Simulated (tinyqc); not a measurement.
Bottom-up copper filling of a trench by curvature-enhanced accelerator coverage: one step, computed by the program tinyqc.

A rectangular trench keeps vertical walls and a flat floor. An accelerator floats on the surface; where area is lost in the corners it is passed on to the floor.

Problem. Velocities. Kinetic current i_k = [i_0 (1 - theta) + i_1 theta] exp(alpha eta/(k_B T)), limit i_L = 2 F D C/delta, i = 1/(1/i_k + 1/i_L); velocity v = i Omega/(2F), Omega = 7.11 cm^3/mol, F = e N_A. Depletion inside the trench is ignored.

Inputs (values chosen for the exercise, close to those used for damascene copper plating):
```
quantity                                           value     unit
exchange current of the suppressed surface i_0     0.025  mA/cm^2
exchange current of the accelerated surface i_1      2.4  mA/cm^2
transfer coefficient alpha                          0.47        -
overpotential eta                                   0.12        V
starting coverage theta_0                          0.015        -
cupric ion concentration C                          0.64    mol/l
diffusivity D                                    3.6e-06   cm^2/s
boundary layer delta                                  52       um
temperature T                                        298        K
```

Constants: e = 1.602176634e-19 C; N_A = 6.02214076e+23 1/mol; k_B = 8.617333262e-05 eV/K.

Give: limiting current i_L; velocity at theta = 0; velocity at theta_0; velocity at theta = 1; ratio v(1)/v(theta_0).

Solution.

limiting current i_L = 85.50 mA/cm^2

velocity at theta = 0 = 0.08261 nm/s

velocity at theta_0 = 0.1996 nm/s

velocity at theta = 1 = 6.349 nm/s

ratio v(1)/v(theta_0) = 31.81
